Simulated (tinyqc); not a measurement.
# Hot electrons in a saturated n-channel MOSFET, lucky-electron model: several studies

Beyond pinch-off the lateral field grows as Esat cosh(y/l) over the velocity-saturated region (pseudo-two-dimensional model). Impact ionisation in this region gives the substrate current, which biases the body forward through Rsub. Currents are per width. Local-field laws: they overstate ionisation when the field peak is narrower than an energy relaxation length.

Values chosen for this exercise; values close to those of silicon n-channel devices:
- L = 0.5 um (channel length)
- tox = 11 nm (oxide thickness)
- xj = 200 nm (junction depth)
- VT = 0.71 V (threshold)
- mu = 280 cm^2/(V s) (effective mobility)
- vs = 7.8e6 cm/s (saturation velocity)
- Ai = 2e6 1/cm (ionisation prefactor)
- Bi = 1.8 MV/cm (ionisation field)
- Rd = 0 ohm um (resistance of the lightly doped drain)
- Rsub = 2100 ohm um (substrate resistance)
- kb = 0.41 (fall of VT per volt of forward body bias)
- m = 2.8 (lifetime exponent)
- Hl = 11000 s uA/um (lifetime constant)
- Vd = 3.4 V (drain voltage)
- Vg = 2.1 V (gate voltage)

Constants: eps0 = 8.8541878128e-14 F/cm where lengths are in cm. Results are converted to the units shown.

Each table varies one quantity; the others keep the values above.

## Effect of the drain voltage

Cox = 3.9 eps0/tox, l = sqrt(3 tox xj), Esat = 2 vs/mu. Overdrive g = Vg - VT + kb Vb; Vdsat = g Esat L/(g + Esat L); Id = Cox vs (g - Vdsat); dV = Vd - Id Rd - Vdsat; Em = sqrt((dV/l)^2 + Esat^2); Isub = Id (Ai/Bi) l Em exp(-Bi/Em). Vb = Rsub Isub is solved self-consistently. Lifetime tau = (Hl/Id)(Isub/Id)^(-m); 1 year = 3.15576e7 s.

Results:
```
Vd (V)  Id (uA/um)  Em (MV/cm)  Isub (uA/um)   Isub/Id  tau (years)
2.1          113.3      0.1547      0.001403  1.238e-5      1.691e8
2.34         113.3      0.1826      0.009775  8.627e-5      7.373e5
2.59         113.3      0.2121       0.04475  3.950e-4      1.041e4
2.83         113.3      0.2407        0.1393  0.001230        433.1
3.07         113.3      0.2696        0.3471  0.003062        33.65
3.31         113.4      0.2985        0.7348  0.006481        4.123
3.8          113.6      0.3579         2.399   0.02112       0.1506
```

Estimate the missing row, Vd = 3.56 V.

Computed row:
```
Vd (V)  Id (uA/um)  Em (MV/cm)  Isub (uA/um)  Isub/Id  tau (years)
3.56         113.5      0.3288         1.410  0.01243       0.6649
```

With this row back in the table: As Vd goes from 2.1 to 3.8 V, Em rises from 0.155 to 0.358 MV/cm, Isub rises from 0.00140 to 2.40 uA/um and tau falls from 1.69e8 to 0.151 years. The slope of ln(tau) against 1/Vd is 111 V between the first two rows and 83.7 V between the last two; ten years are last met at Vd = 3.07 V among the rows. For Vd = 2.1 to 2.59 V tau is a far extrapolation that only says that hot carriers are no limit.

## Effect of the oxide thickness

Same model as above.

Effect of the oxide thickness:
```
tox (nm)  Id (uA/um)  Em (MV/cm)  Isub (uA/um)   Isub/Id  tau (years)
6.1            205.8      0.4121         7.224   0.03510      0.02004
7.6            164.6      0.3702         3.535   0.02148      0.09917
9.4            132.8      0.3339         1.685   0.01269       0.5365
12             103.9      0.2967        0.6734  0.006480        4.500
14             89.05      0.2755        0.3629  0.004076        19.24
18             69.25      0.2444        0.1236  0.001784        249.8
22             56.65      0.2223       0.04896  8.643e-4         2325
```

As tox goes from 6.1 to 22 nm, Em falls from 0.412 to 0.222 MV/cm, Isub falls from 7.22 to 0.0490 uA/um and tau rises from 0.0200 to 2320 years. From the first row to the last, log10(tau) changes by 5.1: 4.5 from (Isub/Id)^(-m), which holds Em and l, and 0.56 from 1/Id. At tox = 22 nm tau is a far extrapolation that only says that hot carriers are no limit.

## Effect of the resistance of the lightly doped drain

Same model as above.

Results:
```
Rd (ohm um)  Id (uA/um)  Em (MV/cm)  Isub (uA/um)    Isub/Id  tau (years)
0                113.41     0.30938       0.94170  0.0083038       2.0591
150              113.40     0.30732       0.89966  0.0079334       2.3398
300              113.40     0.30527       0.85903  0.0075754       2.6629
500              113.39     0.30253       0.80697  0.0071168       3.1719
800              113.38     0.29842       0.73332  0.0064677       4.1462
1600             113.36     0.28747       0.56131  0.0049515       8.7611
```

Estimate the missing row, Rd = 1200 ohm um.

Computed row:
```
Rd (ohm um)  Id (uA/um)  Em (MV/cm)  Isub (uA/um)    Isub/Id  tau (years)
1200             113.37     0.29294       0.64303  0.0056719       5.9889
```

With this row back in the table: As Rd goes from 0 to 1600 ohm um, Em falls from 0.309 to 0.287 MV/cm, Isub falls from 0.942 to 0.561 uA/um and tau rises from 2.06 to 8.76 years. From the first row to the last, log10(tau) changes by 0.63: 0.63 from (Isub/Id)^(-m), which holds Em and l, and under 0.005 from 1/Id. The price is 0.181 V dropped over Rd in the last row.

tinyqc, about 0.01 s, one thread, Intel Xeon 2.30GHz (shared host): `OMP_NUM_THREADS=1 python tinyqc.py 2550157 2550158 out.jsonl`
